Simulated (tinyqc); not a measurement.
# Offset from the accumulated charge

Inverse problem. Layer 1 (x < 0) accumulates electrons and layer 2 (x > 0) is depleted. Boltzmann statistics. Sheet densities from the first integral: Q1 = sqrt((2 eps0 eps_r Vt N1/q)(exp(u1) - u1 - 1)) extra electrons, Q2 = sqrt((2 eps0 eps_r Vt N2/q)(exp(-u2) + u2 - 1)) missing ones, u = V/Vt; neutrality Q1 = Q2 + si. V1 + V2 = dE + Vt ln[(N2/Nc2)/(N1/Nc1)]. Find V1, V2 and dE.

Inputs (values chosen for the exercise); values of the order of III-V alloys:
```
symbol,value,unit,meaning
T,300,K,temperature
eps_r,12.6,,relative permittivity of both layers
Nc1,7.5e17,cm^-3,density of states of the narrow-gap layer 1
Nc2,1.1e18,cm^-3,density of states of the wide-gap layer 2
N1,3.1e16,cm^-3,donor density in layer 1
N2,2.2e16,cm^-3,donor density in layer 2
si,4.2e10,cm^-2,fixed charge at the interface
```

Constants: q = 1.602176634e-19 C, kB = 1.380649e-23 J/K, Vt = kB T/q, eps0 = 8.8541878128e-14 F/cm where lengths are in cm. Results are converted to the units shown.

Q1 = 2.0497852e11 cm^-2

Solution. Each sheet density rises steadily with its bending, so Q1 fixes V1 and Q2 = Q1 - si fixes V2.

V1 = 0.0490 V
V2 = 0.112 V
dE = 0.180 eV

Numbers from tinyqc (`OMP_NUM_THREADS=1 python tinyqc.py 2410012 2410013 out.jsonl`; about 0.06 s on one thread of a shared Intel Xeon 2.30GHz).
